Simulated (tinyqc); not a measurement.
Inside a calculation. Method: Luttinger-Kohn k.p, four valence bands. Computed by tinyqc, a small Python program that keeps every step. Settings: g1 = 15.49, g2 = 4.79, g3 = 5.31. Command: `OMP_NUM_THREADS=1 python tinyqc.py 30567 30568 out.jsonl` (the two numbers bound the seeds that draw the settings). One thread of a shared host (Intel(R) Xeon(R) Processor @ 2.60GHz), about 0.01 s of CPU time with the checks.

## Bloch Hamiltonian at k

Luttinger parameters chosen for this model; energies are counted downward from the top of the valence band:
```
parameter      value  unit
g1         15.490000
g2          4.790000
g3          5.310000
```

k point k (1/angstrom): [0.003000, -0.006000, -0.008000]

P = c g1 k^2, Q = c g2 (kx^2 + ky^2 - 2 kz^2), R = c sqrt3 [-g2 (kx^2 - ky^2) + 2i g3 kx ky], S = 2 c sqrt3 g3 (kx - i ky) kz, c = hbar^2/2m = 3.809982 eV angstrom^2; rows [P+Q, -S, R, 0], [-S*, P-Q, 0, R], [R*, 0, P-Q, S], [0, R*, S*, P+Q]. The path ends lie at |k| = 0.03 1/angstrom.

H(k) at k (eV), order 3/2, 1/2, -1/2, -3/2:
```
[[0.004918, 0.001682+0.003364i, 0.000853-0.001261i, 0.000000],
 [0.001682-0.003364i, 0.007948, 0.000000, 0.000853-0.001261i],
 [0.000853+0.001261i, 0.000000, 0.007948, -0.001682-0.003364i],
 [0.000000, 0.000853+0.001261i, -0.001682+0.003364i, 0.004918]]
```

## Levels at k

Diagonalise the Hermitian matrix.

eigenvalues (eV): [0.002102, 0.002102, 0.010764, 0.010764]

## Bands along a path

The same steps at evenly spaced points between the labelled ones.

Bands along the path (eV):
```
k               band 1    band 2    band 3    band 4
[111]         0.016699  0.016699  0.089531  0.089531
[111]-G 0.25  0.009393  0.009393  0.050361  0.050361
[111]-G 0.50  0.004175  0.004175  0.022383  0.022383
[111]-G 0.75  0.001044  0.001044  0.005596  0.005596
G             0.000000  0.000000  0.000000  0.000000
G-[100] 0.25  0.001267  0.001267  0.005373  0.005373
G-[100] 0.50  0.005066  0.005066  0.021491  0.021491
G-[100] 0.75  0.011399  0.011399  0.048355  0.048355
[100]         0.020265  0.020265  0.085965  0.085965
```

## Hole masses

E = c [g1 k^2 -/+ 2 sqrt(g2^2 k^4 + 3 (g3^2 - g2^2)(kx^2 ky^2 + ky^2 kz^2 + kz^2 kx^2))] with c = hbar^2/2m, and m* = hbar^2 k^2 / (2 E).

Masses (electron masses):
```
direction     heavy     light
[100]      0.169205  0.039888
[110]      0.195304  0.038670
[111]      0.205339  0.038300
```
